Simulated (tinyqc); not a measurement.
Finnis-Sinclair potential for a bcc metal: fit to cohesion and elasticity, then vacancy, surfaces and structure: one step, computed by the program tinyqc.

E = (1/2) sum V(r) - A sqrt(rho), rho = sum phi(r), phi = (r - d)^2 for r < d, V = (r - c)^2 (c0 + c1 r + c2 r^2) for r < c. In bcc the 8 first neighbours lie at sqrt(3) a/2 and the 6 second at a; both cut-offs lie below the third shell; Omega = a^3/2; E is per atom and z the number of atoms in a shell. The four constants A, c0, c1, c2 are fitted to E_c, zero pressure, B and C12 - C44 alone, so C44 and C11 - C12 are not matched singly; defects are unrelaxed.

Problem. Three linear equations for c0, c1, c2. With v_k = (r - c)^2 r^k the rows are (1/2) sum z v_k, (1/2) sum z r v_k' and (1/2) sum z r^2 v_k''. With rho1 = sum z r phi' and rho2 = sum z r^2 phi'' the right-hand sides are: -E_c + A sqrt(rho) (cohesion); A rho1/(2 sqrt(rho)) (zero pressure); 9 B Omega + A [rho2/(2 sqrt(rho)) - rho1^2/(4 rho^(3/2))] with B = (C11 + 2 C12)/3.

Inputs (values chosen for the exercise, modelled on niobium):
```
quantity,value,unit
lattice constant a,3.3,angstrom
cohesive energy E_c,7.48,eV
target C11,244,GPa
target C12,132,GPa
pair cut-off c/a,1.26,-
```

rho = 12.50015 angstrom^2

A = 3.068165 eV/angstrom

rho1 = -77.09467 angstrom^2

rho2 = 261.36 angstrom^2

Constants: 1 eV/angstrom^3 = 160.2176634 GPa.

Give: matrix; right-hand side.

Solution.

matrix:
```
,c0,c1,c2
cohesion,8.97,26.61,79.27
pressure,-46.71,-114.40,-269.23
bulk modulus,130.68,120.33,-307.36
```

right-hand side (eV): [3.37, -33.45, 181.17]
